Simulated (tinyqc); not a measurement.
Vacuum evaporation: vapour pressure, source flux, thickness distribution, purity and step coverage: one step, computed by the program tinyqc.

Molecular flow, unit sticking of the metal, no re-evaporation. The background gas is taken as water vapour (18.015 g/mol, collision diameter 0.37 nm) at 300 K.

Problem. Offset source and rotation. Rotating wafer, source offset by s and facing upwards: thickness at radius r is the mean over the angle a of (1 + (r^2 + s^2 - 2 r s cos a)/h^2)^(-(n + 3)/2), by 360 equal steps; non-uniformity (max - min)/(max + min) over 21 radii from 0 to R.

Inputs (values chosen for the exercise, modelled on indium, with constants for the liquid):

| quantity | value | unit |
|---|---|---|
| directionality n | 1 | - |
| source-to-wafer distance h | 38 | cm |
| wafer radius R | 10 | cm |
| source offset from the axis s/h | 0.6 | - |

Give: centre thickness relative to an axial source; edge over centre, rotating; non-uniformity, rotating.

Solution.

centre thickness relative to an axial source = 0.54066

edge over centre, rotating = 0.97603

non-uniformity, rotating = 1.2129 %
